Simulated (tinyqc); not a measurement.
Hubbard ring of 5 sites, step by step. Computed by tinyqc, a small Python program that keeps every step. Settings: hopping = 1.37, U = 1.6, mixing = 1, iteration cap = 78. Command: `OMP_NUM_THREADS=1 python tinyqc.py 22445 22446 out.jsonl` (the two numbers bound the seeds that draw the settings). One thread of a shared host (Intel(R) Xeon(R) Processor @ 2.60GHz), about 0.2 s of CPU time with the checks. Later iterations appear only in the table of the cycle.

## Mean-field iteration 1

one-body matrix (hopping and site energies) (eV), order 1, 2, 3, 4, 5:
```
[[0.000000, -1.370000, 0.000000, 0.000000, -1.370000],
 [-1.370000, 0.000000, -1.370000, 0.000000, 0.000000],
 [0.000000, -1.370000, 0.000000, -1.370000, 0.000000],
 [0.000000, 0.000000, -1.370000, 0.000000, -1.370000],
 [-1.370000, 0.000000, 0.000000, -1.370000, 0.000000]]
```

U = 1.600000 eV

electrons, up and down: [4, 2]

mixing = 1

n(up) at the start (a guess, not normalised): [1.000000, 0.500000, 1.000000, 0.500000, 1.000000]

n(down) at the start (a guess): [0.100000, 0.700000, 0.100000, 0.700000, 0.100000]

H(up) = T + U n(down), H(down) = T + U n(up); fill the lowest levels; n(new) = n + mixing (n(out) - n); E = tr T (rho up + rho down) + U sum n_up n_down of the output.

levels, up (eV): [-2.247727, -0.611347, -0.060253, 2.710253, 2.929074]

levels, down (eV): [-1.497928, 0.137394, 0.694544, 3.433383, 3.632606]

energy = -3.260283 eV

n(up) after iteration 1: [0.965745, 0.687326, 0.693858, 0.687326, 0.965745]

n(down) after iteration 1: [0.250406, 0.652767, 0.193655, 0.652767, 0.250406]

## Mean-field iteration 2

As before.

levels, up (eV): [-2.123809, -0.438329, -0.009766, 2.824842, 2.947062]

levels, down (eV): [-1.481548, 0.364021, 0.507913, 3.358721, 3.650893]

energy = -3.292502 eV

n(up) after iteration 2: [0.963189, 0.699176, 0.675270, 0.699176, 0.963189]

n(down) after iteration 2: [0.264370, 0.611035, 0.249191, 0.611035, 0.264370]

## Convergence

Each step fills the lowest levels of T + U n(other spin) and sets n(new) = n + mixing (n(out) - n); stop when output and input agree to 1e-8.

Course of the cycle:
```
iteration       E (eV)  largest |n(out) - n(in)|  mean |n_up - n_down|
1          -3.26028312                  3.06e-01              0.400000
2          -3.29250172                  5.55e-02              0.400000
3          -3.29401726                  1.63e-02              0.400000
4          -3.29410439                  3.89e-03              0.400000
5          -3.29410971                  1.02e-03              0.400000
6          -3.29411004                  2.53e-04              0.400000
7          -3.29411006                  6.39e-05              0.400000
8          -3.29411006                  1.60e-05              0.400000
9          -3.29411006                  4.01e-06              0.400000
10         -3.29411006                  1.00e-06              0.400000
11         -3.29411006                  2.51e-07              0.400000
12         -3.29411006                  6.30e-08              0.400000
13         -3.29411006                  1.57e-08              0.400000
14         -3.29411006                  3.94e-09              0.400000
```

local moments n_up - n_down: [0.698892, 0.101595, 0.399027, 0.101595, 0.698892]

Converged in 14 iterations. Before convergence this energy mixes input and output and is not variational, so it may rise towards its limit.

## Exact diagonalisation (50 states)

Lowest levels of the sector, and the double occupancy of the lowest state.

lowest levels (eV): [-3.381519, -3.381519, -3.362947, -3.362947, -1.506103, -1.506103]

double occupancy per site = 0.286231

The mean-field solution above lies 0.0874 eV above the exact energy.

## The lowest level by Lanczos steps

From a random start vector (not printed): a_j = <q_j|H|q_j>, b_j = norm of the remainder after orthogonalising; the Ritz value is the lowest eigenvalue of the tridiagonal matrix of a and b so far.

Lanczos:
```
j    a_j (eV)  b_j (eV)  lowest Ritz value (eV)
1    1.793382  3.101252              1.79338182
2    2.396362  3.473525             -1.02100090
3    2.631256  4.204833             -2.34854846
4    4.524685  3.074602             -3.10176490
5    3.263636  2.901229             -3.30241199
6    3.669146  2.526690             -3.35587439
7    1.649696  2.447056             -3.37122699
8    5.767913  1.916627             -3.37429058
9    3.206329  1.979391             -3.37453227
10  -0.530984  2.737638             -3.37460279
```
